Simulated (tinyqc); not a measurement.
From results back to parameters: two electrons on one impurity (helium-like model). Five cases, with inputs chosen for the exercise.

Problem. With equal orbitals the first electron is bound by Ha* Z^2/2 and the second by Ha* [(Z - 5/16)^2 - Z^2/2]. Both were computed from hidden Z and Ha*.

Case 1.

binding of the first and second electron (meV): 35.0459  14.8534

Case 2.

binding of the first and second electron (meV): 20.2092  5.1225

Case 3.

binding of the first and second electron (meV): 126.4259  53.5829

Case 4.

binding of the first and second electron (meV): 127.4956  54.0362

Case 5.

binding of the first and second electron (meV): 35.3748  19.3897

Find: (Z - 5/16)/Z; Z; Ha*.

Solution. The sum of the two over twice the first is ((Z - 5/16)/Z)^2.

Case 1.

(Z - 5/16)/Z = 0.8438
Z = 2.00
Ha* = 17.5 meV

Case 2.

(Z - 5/16)/Z = 0.7917
Z = 1.50
Ha* = 18.0 meV

Case 3.

(Z - 5/16)/Z = 0.8438
Z = 2.00
Ha* = 63.2 meV

Case 4.

(Z - 5/16)/Z = 0.8438
Z = 2.00
Ha* = 63.7 meV

Case 5.

(Z - 5/16)/Z = 0.8798
Z = 2.60
Ha* = 10.5 meV

Computed by tinyqc, one run a case: `OMP_NUM_THREADS=1 python tinyqc.py N N+1 out.jsonl` with N = 1250279, 1250297, 1250439, 1250489, 1250524; one thread of a shared Intel(R) Xeon(R) Processor @ 2.30GHz, about 0.06 s a run at most.
